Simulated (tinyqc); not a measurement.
On-chip interconnect, size-dependent resistivity and RC delay: one step of the calculation.

A rectangular line between two neighbours and two ground planes. Surface and grain-boundary scattering are added to the bulk resistivity as corrections; capacitances are parallel-plate values without fringing; inductance is ignored.

Task. Node voltages after a time step. A 1 V step is applied behind Rd at t = 0. C dv/dt = -G v + b, with G the conductance matrix of the ladder (1/Rs between neighbours, 1/Rd added at node 0) and b = (1 V/Rd, 0, ...). Trapezoidal step: (C/dt + G/2) v(new) = (C/dt - G/2) v + b.

Values chosen for this exercise:
- Rd = 5200 ohm (driver resistance)
- dt = 22 ps (time step)

Rs = 18911.855 ohm

```
node       C (fF)  v at t = 0 (V)
0     0.089648652               0
1      0.17929730               0
2      0.17929730               0
3      0.17929730               0
4      0.17929730               0
5      0.17929730               0
6      0.36964865               0
```

Give: v at t = 1 dt.

Result.

v at t = 1 dt, node 0 to 6 (V): 1.7265  0.9980  0.5772  0.3343  0.1945  0.1146  0.0701

Node 0 overshoots the 1 V source: the trapezoidal rule rings on modes much faster than dt.

Range of the model: The metal width is under the mean free path, where the thick-limit surface term and the simple sum of corrections lose accuracy.

Program tinyqc, `OMP_NUM_THREADS=1 python tinyqc.py 2100114 2100115 out.jsonl`; Intel Xeon 2.30GHz, shared host, one thread, about 0.01 s.
